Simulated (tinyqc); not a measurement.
Inside a calculation: Franz-Keldysh effect at a direct gap. Values are carried at full precision from step to step, so a last printed digit may differ when a step is redone from the rounded ones.

Parabolic bands, vertical transitions, no excitons. For each hole band j: mr = me mj/(me + mj); joint density of states J_j(E) = (mr/c)^(3/2) sqrt(E - Eg)/(2 pi^2), both spins, c = hbar^2/2m0; averaged matrix element |e.p|^2 = m0 Ep/6; alpha_j(E) = 4 pi^2 alpha_f c Ep J_j/(3 nr E) in 1/angstrom (alpha_f the fine-structure constant, listed as alpha among the constants), times 1e8 for 1/cm.

In a field Fd (1 kV/cm = 1e-5 V/angstrom) the electro-optic energy of band j is th = (c (e Fd)^2/mr)^(1/3), and sqrt(E - Eg) in J_j is replaced by pi sqrt(th) [Ai'(b)^2 - b Ai(b)^2] with b = (Eg - E)/th; Ai is the Airy function.

Constants: hbar^2/2m0 = 3.80998211 eV angstrom^2; fine-structure constant alpha = 0.007297352564.

Inputs chosen for the exercise (near those of InP; shifted at random, so the results belong to these values and not to a real crystal): Eg = 1.361 eV (direct gap); me = 0.0808 m0 (electron mass); mhh = 0.628 m0 (heavy-hole mass); mlh = 0.0911 m0 (light-hole mass); Ep = 20 eV (Kane energy); nr = 3.37 (refractive index); Fd = 57 kV/cm (uniform field); E = 1.396 eV (photon energy); L = 330 micrometre (length of a waveguide).

## Electro-optic energy and length

For each hole band give mr, th and the length th/(e Fd).

Scales:
```
hole   mr (m0)  th (meV)  length (angstrom)
heavy  0.07159    25.859               45.4
light  0.04282    30.691               53.8
```

The light-hole pair has th larger by a factor 1.187, the cube root of the ratio of reduced masses.

## Airy factors at E

Ai is the Airy function, th the electro-optic energy of each hole band from the table (its other columns are not needed here), b = (Eg - E)/th with th in eV; the factor takes the place of sqrt(E - Eg) in the joint density of states.

Form b, Ai(b), Ai'(b) and the factor pi sqrt(th) [Ai'^2 - b Ai^2] for each band, beside sqrt(E - Eg) (zero below the gap).

Factors:
```
hole         b   Ai(b)   Ai'(b)  factor (eV^(1/2))  without field
heavy  -1.3535  0.5021   0.2080             0.1942         0.1871
light  -1.1404  0.5315  0.07014             0.1800         0.1871
```

## Absorption with and without the field

Put the factors in place of sqrt(E - Eg) in alpha_j and add the bands; a waveguide of length L changes its transmission by 4.343 (alpha(F) - alpha(0)) L dB.

alpha_j in the field (1/cm): heavy 3.94e+03, light 1.69e+03

alpha(F) = 5.63e+03 1/cm
alpha(0) = 5553 1/cm
change of loss = 11.3 dB

Without the field the loss over L is 796 dB, so this energy is of no use for a modulator. Above the gap the field raises the absorption at this energy; the sign alternates with energy (Franz-Keldysh oscillations). Excitons, which add a sharp peak at low field, are left out.

## Checks

- Airy factor at b = -40 against the zero-field limit sqrt(-b): 6.33 against 6.32.

(tinyqc, `OMP_NUM_THREADS=1 python tinyqc.py 1652094 1652095 out.jsonl`, Intel(R) Xeon(R) Processor @ 2.30GHz, 1 thread, shared host, about 0.01 s.)
